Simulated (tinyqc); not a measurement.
Worked calculation: coherent transport through a tight-binding region between two chains. Computed by tinyqc, a small Python program that keeps every step. Settings: temperature = 300, mu = -0.17. Command: `OMP_NUM_THREADS=1 python tinyqc.py 28649 28650 out.jsonl` (the two numbers bound the seeds that draw the settings). One thread of a shared host (Intel(R) Xeon(R) Processor @ 2.60GHz), about 0.07 s of CPU time with the checks.

## Transmission at E = 0.24 eV

H of the central region (eV), lower triangle:
```
           1          2          3          4         5
1   0.000000
2  -1.310000   0.520000
3   0.000000  -1.310000   0.520000
4   0.000000   0.000000  -1.310000   0.520000
5   0.000000   0.000000   0.000000  -1.310000  0.000000
```

Leads: semi-infinite chains with site energy 0:
```
parameter                           value
lead hopping t (eV)              1.050000
coupling to the left lead (eV)   0.600000
coupling to the right lead (eV)  0.300000
left contact site                       1
right contact site                      5
```

E = 0.240000 eV

Surface Green function g = (E - i sqrt(4 t^2 - E^2)) / (2 t^2); self-energy tc^2 g on each contact site; G = (E - H - Sigma)^(-1); Gamma = -2 Im Sigma; T = Gamma_L Gamma_R |G_LR|^2; local density of states -Im G_ii / pi.

g = 0.108844-0.946141i 1/eV

G (1/eV), lower triangle:
```
                     1                    2                    3                    4
1   0.727846-2.125008i
2   0.099264+0.136507i   0.020276-0.046735i
3  -0.706630+2.154185i   0.668429-0.146496i   0.849500-2.185497i
4  -0.250299+0.323930i   0.122594+0.015423i   0.276503-0.320633i  -0.063494-0.083955i
5   0.653131-2.084948i  -0.642225+0.149793i  -0.790400+2.116965i   0.473285+0.302688i

                    5
5  0.891560-2.052268i
```

local density of states (1/eV): 0.676411  0.014876  0.695665  0.026724  0.653257

transmission = 0.553811

## Transmission across the band

The same steps on a grid of energies.

T(E):
```
E (eV)              T
-1.99500000  0.017114
-1.79550000  0.080060
-1.59600000  0.051745
-1.39650000  0.112912
-1.19700000  0.516689
-0.99750000  0.287179
-0.79800000  0.109231
-0.59850000  0.075427
-0.39900000  0.077936
-0.19950000  0.117116
0.00000000   0.281166
0.19950000   0.629218
0.39900000   0.203416
0.59850000   0.076164
0.79800000   0.043552
0.99750000   0.034083
1.19700000   0.036228
1.39650000   0.060015
1.59600000   0.296869
1.79550000   0.077561
1.99500000   0.005058
```

levels of the isolated region (eV): -1.852751  -1.075552  0.177378  1.595552  2.715373

## Current

I = (2e/h) int T(E) [f(E - mu - V/2) - f(E - mu + V/2)] dE at 300 K with mu = -0.17 eV, the bias not changing H; 2e^2/h = 77.48092 microsiemens; the integral runs over the band on 4001 points.

Current:
```
V (volt)  I (microampere)
0.010000         0.102795
0.050000         0.515294
0.100000         1.038908
0.200000         2.146462
0.400000         4.901619
0.800000        14.029976
```
